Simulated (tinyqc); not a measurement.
From results back to parameters: alloy A(1-x)B(x) by interpolation with bowing. Three cases, with inputs chosen for the exercise.

Problem. An unstrained alloy A(1-x)B(x) follows Vegard, a(x) = (1 - x) a_A + x a_B, and E(x) = (1 - x) E_A + x E_B - C x (1 - x) at Gamma. Its lattice constant and gap are given.

Find: x; linear part of the gap; C.

Method. x = (a - a_A)/(a_B - a_A); the bowing is the shortfall against the linear part divided by x (1 - x).

Case 1.

Values chosen (out of a larger set: A near InAs, B near AlAs; not measured data): a = (6.063, 5.664) angstrom (lattice constant of A, B); Eg = (0.413, 3.127) eV (gap at Gamma to the s-like level of A, B).

a(x) = 5.979210 angstrom
gap at Gamma = 0.872948 eV

Solution.

x = 0.210
linear part of the gap = 0.9829 eV
C = 0.663 eV

Case 2.

Values chosen (out of a larger set: A near InAs, B near GaAs; not measured data): a = (6.065, 5.651) angstrom (lattice constant of A, B); Eg = (0.419, 1.523) eV (gap at Gamma to the s-like level of A, B).

a(x) = 5.837300 angstrom
gap at Gamma = 0.906658 eV

Solution.

x = 0.550
linear part of the gap = 1.0262 eV
C = 0.483 eV

Case 3.

Values chosen (out of a larger set: A near InP, B near GaP; not measured data): a = (5.865, 5.458) angstrom (lattice constant of A, B); Eg = (1.414, 2.907) eV (gap at Gamma to the s-like level of A, B).

a(x) = 5.527190 angstrom
gap at Gamma = 2.546518 eV

Solution.

x = 0.830
linear part of the gap = 2.6532 eV
C = 0.756 eV

Computed by tinyqc, one run a case: `OMP_NUM_THREADS=1 python tinyqc.py N N+1 out.jsonl` with N = 1080961, 1081007, 1081009; one thread of a shared Intel(R) Xeon(R) Processor @ 2.30GHz, about 0.01 s a run at most.
